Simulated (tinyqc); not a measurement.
Changing the trap level E_t - E_i: trap-assisted generation and recombination current of an abrupt junction. Computed by tinyqc, a small Python program. Command: `OMP_NUM_THREADS=1 python tinyqc.py 3005064 3005065 out.jsonl junctionleak sweep`. One thread of a shared host (Intel(R) Xeon(R) Processor @ 2.30GHz), about 0.03 s of CPU time with the checks.

Depletion approximation, flat quasi-Fermi levels across the depleted layer, long neutral regions with minority lifetimes tau_n and tau_p, full ionisation and Boltzmann statistics. Voltages in exponents stand for e V.

Inputs (values chosen for the exercise, for a model semiconductor):
```
quantity                              value    unit
gap E_g                               0.758      eV
electron mass m_e                    0.0506     m_0
valleys M_c                               1       -
hole mass m_h                         0.441     m_0
dielectric constant eps                17.3       -
acceptor density N_A                1.6e+17   cm^-3
donor density N_D                   1.9e+17   cm^-3
capture time tau_n                    1e-08       s
capture time tau_p                  1.9e-08       s
electron diffusion coefficient D_n       85  cm^2/s
hole diffusion coefficient D_p          5.1  cm^2/s
forward bias V                         0.38       V
reverse bias V_r                        3.4       V
temperature T                           250       K
tunnelling mass m_t                    0.22     m_0
```

Field enhancement: Hurkx tunnelling factor.

Constants: k_B = 8.617333262e-05 eV/K; m_0 = 9.1093837015e-31 kg; k_B = 1.380649e-23 J/K; h = 6.62607015e-34 J s; e = 1.602176634e-19 C; eps_0 = 8.8541878128e-12 F/m; hbar = 1.054571817e-34 J s.

Method:
- N_c = 2 M_c (2 pi m_e k_B T/h^2)^(3/2) and N_v = 2 (2 pi m_h k_B T/h^2)^(3/2), masses in units of m_0.
- n_i = sqrt(N_c N_v) exp(-E_g/2 k_B T); V_bi = (k_B T/e) ln(N_A N_D/n_i^2); diffusion saturation current J_d0 = e n_i^2 [sqrt(D_n/tau_n)/N_A + sqrt(D_p/tau_p)/N_D].
- W = sqrt(2 eps eps_0 (V_bi - V)(1/N_A + 1/N_D)/e), x_p = W N_D/(N_A + N_D), x_n = W - x_p, peak field F_m = 2 (V_bi - V)/W; reverse bias means V = -V_r.
- Both capture times are divided by 1 + Gamma, Gamma = 2 sqrt(3 pi) (F/F_G) exp((F/F_G)^2), F_G = sqrt(24 m_t (k_B T)^3)/(e hbar) (the low-field Hurkx form), F being the local field, linear in x from 0 at the edges to F_m.
- Potential from the p edge: phi = (V_bi - V) x^2/(x_p W) on the p side and (V_bi - V)[1 - (W - x)^2/(x_n W)] on the n side; p = N_A exp(-phi/k_B T), n = n_i^2 exp(V/k_B T)/p; U = (n p - n_i^2)/[tau_p (n + n_i exp(dE/k_B T)) + tau_n (p + n_i exp(-dE/k_B T))], dE = E_t - E_i, n1 = n_i exp(dE/k_B T), p1 = n_i exp(-dE/k_B T); J_t = e int U dx by the trapezoid rule on 400 intervals on each side.
- Generation lifetime tau_g = tau_p exp(dE/k_B T) + tau_n exp(-dE/k_B T); textbook estimate e n_i W/tau_g; generation current J_g = -J_t; total = J_g + J_d0 (1 - exp(-V_r/k_B T)).
- Total J = J_t + J_d0 (exp(V/k_B T) - 1); ideality n = (e/k_B T) dV/d ln J, central difference of 1 mV.

One run for each value; columns: (1) trap level E_t - E_i (eV); (2) generation current (A/cm^2); (3) recombination current in the layer (A/cm^2); (4) ideality factor; (5) tau_g (s):
```
(1)            (2)        (3)     (4)         (5)
-0.300  7.0186e-11  0.0001476  1.0043  1.1162e-02
-0.220  2.7734e-09  0.0015144  1.1042  2.7227e-04
-0.150  6.9387e-08  0.0026151  1.2734  1.0565e-05
-0.075  2.1816e-06  0.0027043  1.2925  3.2562e-07
0.000   2.3958e-05  0.0027070  1.2931  2.9000e-08
0.075   1.1564e-06  0.0027016  1.2919  6.1788e-07
0.230   9.2728e-10  0.0008862  1.0463  8.2290e-04
0.300   3.7189e-11  0.0000891  1.0023  2.1207e-02
```

Give the missing row, trap level E_t - E_i (eV) = 0.150.

Computed row; columns: (1) trap level E_t - E_i (eV); (2) generation current (A/cm^2); (3) recombination current in the layer (A/cm^2); (4) ideality factor; (5) tau_g (s):
```
(1)           (2)        (3)     (4)         (5)
0.150  3.6732e-08  0.0025385  1.2579  2.0073e-05
```

Interpolating between the two neighbouring rows (linearly) misses most in tau_g (s), by a factor of 20. Over the rows, generation current (A/cm^2) goes from 7.02e-11 through a maximum among these rows, 2.40e-5 at 0, to 3.72e-11; recombination current in the layer (A/cm^2) goes from 1.48e-4 through a maximum among these rows, 0.00271 at 0, to 8.91e-5; ideality factor goes from 1.00 through a maximum among these rows, 1.29 at 0, to 1.00. Generation is largest where the two terms of tau_g are equal, at dE = (k_B T/2) ln(tau_n/tau_p) = -0.007 eV, apart from edge effects.

Caution (all rows): one side is doped near or above its effective density of states, so Boltzmann statistics understate V_bi. Caution (all rows): at such a field avalanche multiplication or band-to-band tunnelling, left out here, may dominate the reverse current.

Extremes, crossings and ranges named in words are read from the listed rows.
